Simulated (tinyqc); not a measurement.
Kinetic Monte Carlo and master equation for a particle on a ring of sites with traps and bias: one step, computed by the program tinyqc.

7 sites on a ring, numbered 1 to 7. The saddle between i and i+1 lies at E0 + s b_i and site i at s eps_i; a force F tilts the landscape, with the saddle half-way.

Task: Rate table. Rates: k(i to i+1) = nu exp(-(E0 + s b_i - s eps_i - F a/2)/(k_B T)), k(i to i-1) = nu exp(-(E0 + s b_(i-1) - s eps_i + F a/2)/(k_B T)). Share right = k right/(k right + k left); mean stay = 1/(k right + k left).

Inputs (values chosen for the exercise, for a model defect): reference barrier E0 = 0.46 eV; scale factor s of the disorder = 1; attempt frequency nu = 2.2 THz; temperature T = 390 K; site spacing a = 2.9 angstrom; force F along the ring = 0.0034 eV/angstrom.

Disorder: random barriers.

site energies eps_i (eV): [0, 0, 0, 0, 0, 0, 0]

saddle shifts b_i between sites i and i+1 (eV): [-0.033, 0.0027, 0.0081, 0.017, -0.047, 0.018, 0.027]

Constants: k_B = 8.617333262e-05 eV/K.

Give: Rates, shares of right hops and mean stays.

Result:

Rates, shares of right hops and mean stays:
```
site  k right (1/s)  k left (1/s)  share right  mean stay (s)
1         7.731e+06     9.671e+05       0.8888      1.150e-07
2         2.672e+06     5.765e+06       0.3167      1.185e-07
3         2.276e+06     1.993e+06       0.5331      2.343e-07
4         1.746e+06     1.697e+06       0.5071      2.904e-07
5         1.173e+07     1.302e+06       0.9000      7.676e-08
6         1.695e+06     8.744e+06       0.1624      9.579e-08
7         1.297e+06     1.264e+06       0.5064      3.905e-07
```

The particle stays longest on site 7, 5.1 times as long as on the quickest site.
